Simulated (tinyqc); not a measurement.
Stretching all distances: RHF, UHF, MP2, CISD and CCSD against full CI in the sto-3g basis, for HeH+, spin multiplicity 1. Computed by the program tinyqc with PySCF. 

Geometry (angstrom):

| atom | x | y | z |
|---|---|---|---|
| He | 0.0000 | 0.0000 | 0.0000 |
| H | 0.0000 | 0.0000 | 0.6680 |

All coordinates are multiplied by the scale. c0^2 is the weight of the RHF determinant in the lowest singlet FCI state (UHF is spin-contaminated and may lie near states of higher spin) and n(LUMO) the first natural occupation beyond the occupied space.

Full CI energy (hartree) and errors against it (kcal/mol):

| scale | distance 1-2 (angstrom) | E(FCI) | RHF | UHF | MP2 | CISD | CCSD | <S^2> UHF | c0^2 | n(LUMO) |
|---|---|---|---|---|---|---|---|---|---|---|
| 0.890 | 0.595 | -2.76513 | 6.074 | 6.074 | 1.536 | 0.000 | 0.000 | 0.000 | 0.996 | 0.007 |
| 1.080 | 0.721 | -2.83811 | 6.168 | 6.168 | 1.557 | 0.000 | 0.000 | 0.000 | 0.996 | 0.009 |
| 1.270 | 0.848 | -2.86066 | 5.710 | 5.710 | 1.361 | 0.000 | 0.000 | 0.000 | 0.995 | 0.009 |
| 1.460 | 0.975 | -2.86135 | 4.787 | 4.787 | 1.002 | 0.000 | 0.000 | 0.000 | 0.995 | 0.008 |
| 1.650 | 1.102 | -2.85335 | 3.619 | 3.619 | 0.592 | 0.000 | 0.000 | 0.000 | 0.996 | 0.006 |
| 1.850 | 1.236 | -2.84252 | 2.408 | 2.408 | 0.232 | 0.000 | 0.000 | 0.000 | 0.997 | 4.36e-03 |
| 2.040 | 1.363 | -2.83297 | 1.471 | 1.471 | 0.022 | 0.000 | 0.000 | 0.000 | 0.998 | 2.65e-03 |
| 2.230 | 1.490 | -2.82523 | 0.815 | 0.815 | -0.067 | 0.000 | 0.000 | 0.000 | 0.999 | 1.44e-03 |
| 2.420 | 1.617 | -2.81944 | 0.413 | 0.413 | -0.077 | 0.000 | 0.000 | 0.000 | 1.000 | 7.04e-04 |

UHF stays equal to RHF over this range. The weight c0^2 goes from 1.00 to 1.00 and n(LUMO) from 0.01 to 0.00: one determinant still serves, as it does when a bond breaks into closed-shell fragments or is not yet far stretched. The spread of the error along the curve, which distorts its shape, is CISD 0.0, CCSD 0.0, MP2 1.6, RHF 5.8, UHF 5.8 kcal/mol. Below FCI somewhere: MP2, as non-variational methods may be. With two electrons CISD and CCSD are exact.
